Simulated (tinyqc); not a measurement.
Inside a calculation: localisation in a chain with random site energies (transfer matrices). Values are carried at full precision from step to step, so a last printed digit may differ when a step is redone from the rounded ones.

Hopping -t; leads with site energy 0, E = -2t cos(ka). psi_(j+1) = ((e_j - E)/t) psi_j - psi_(j-1), a product of matrices M_j = [[(e_j - E)/t, -1], [1, 0]]. For M = M_N ... M_1 the transmission is T = 4 sin^2(ka)/|M21 - M12 + M22 exp(ika) - M11 exp(-ika)|^2. Long samples draw e_j = W (x_j/2147483647 - 1/2) from x_j = 16807 x_(j-1) mod 2147483647, starting at x0. The localisation length xi, in sites, is defined by ln T = -2N/xi on average; weak disorder gives xi = 24 (4t^2 - E^2)/W^2, and the mean free path for backscattering is xi/2.

Inputs chosen for the exercise: t = 0.84 eV (hopping); E = -1.03 eV (energy); e = (-0.19, 0.14, -0.51, 0.5, 0.01, 0.12, 0.28, 0.22, -0.29) eV (site energies of the short sample); W = 1.42 eV (full width of the disorder); a = 4.7 angstrom (spacing).

## The product of transfer matrices

Multiply site by site and give T for each length.

Running product:
```
j  (e_j - E)/t      M11      M12      M21      M22       T
1       1.0000   1.0000  -1.0000   1.0000   0.0000  0.9799
2       1.3929   0.3929  -1.3929   1.0000  -1.0000  0.9608
3       0.6190  -0.7568   0.1378   0.3929  -1.3929  0.8602
4       1.8214  -1.7713   1.6438  -0.7568   0.1378  0.7854
5       1.2381  -1.4363   1.8974  -1.7713   1.6438  0.7810
6       1.3690  -0.1950   0.9538  -1.4363   1.8974  0.8226
7       1.5595   1.1322  -0.4098  -0.1950   0.9538  0.9155
8       1.4881   1.8798  -1.5637   1.1322  -0.4098  0.8271
9       0.8810   0.5238  -0.9677   1.8798  -1.5637  0.7970
```

T is 0.7970 for the whole sample and does not fall steadily (it rises at j = 6 and 7): reflected waves interfere. The determinant of M stays 1.

## The same sites added without interference

One site alone reflects R_j = e_j^2/(e_j^2 + 4t^2 - E^2); incoherent addition sums R/(1 - R), and T = 1/(1 + sum).

R_j: 0.0201  0.0110  0.1287  0.1243  0.0001  0.0081  0.0426  0.0267  0.0456

sum of R/(1 - R) = 0.4492
T without interference = 0.6901

The coherent product gives 0.7970 for this sample.

## Weak-disorder lengths

Form ka, xi, xi a and the mean free path xi a/2.

ka = 0.9108 rad
xi = 20.97 sites

lengths (nm): localisation 9.854, mean free path 4.927

The formula needs xi well above one site.

## Checks

- T from the product against the Green function: both 0.79698.

(tinyqc, `OMP_NUM_THREADS=1 python tinyqc.py 1452157 1452158 out.jsonl`, Intel(R) Xeon(R) Processor @ 2.30GHz, 1 thread, shared host, about 0.04 s.)
